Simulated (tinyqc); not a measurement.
Well width and field from level and shift.

Problem. An infinitely deep well has E_1(0) = C (pi/L)^2/m1, C = hbar^2/(2 m0), and in a field F (potential zero at the centre of the well) the second-order term of the shift is -m1 F^2 L^4 (15 - pi^2)/(48 C pi^4); higher orders are set aside. Find L and F.

Parameters, values chosen for the exercise:

| symbol | value | unit | meaning |
|---|---|---|---|
| m1 | 0.038 | m0 | mass |

Constants: q = 1.602176634e-19 C, hbar = 1.054571817e-34 J s, m0 = 9.1093837015e-31 kg, hbar^2/(2 m0) = 0.0380998212 eV nm^2. Results are converted to the units shown.

E_1(0) = 0.35227948 eV
second-order shift of level 1 = -10.448637 meV

Solution. The level gives L, and the shift then gives F^2.

L = 5.30 nm
F = 0.110 V/nm

Program tinyqc, `OMP_NUM_THREADS=1 python tinyqc.py 2580007 2580008 out.jsonl`; Intel Xeon 2.30GHz, shared host, one thread, about 0.02 s.
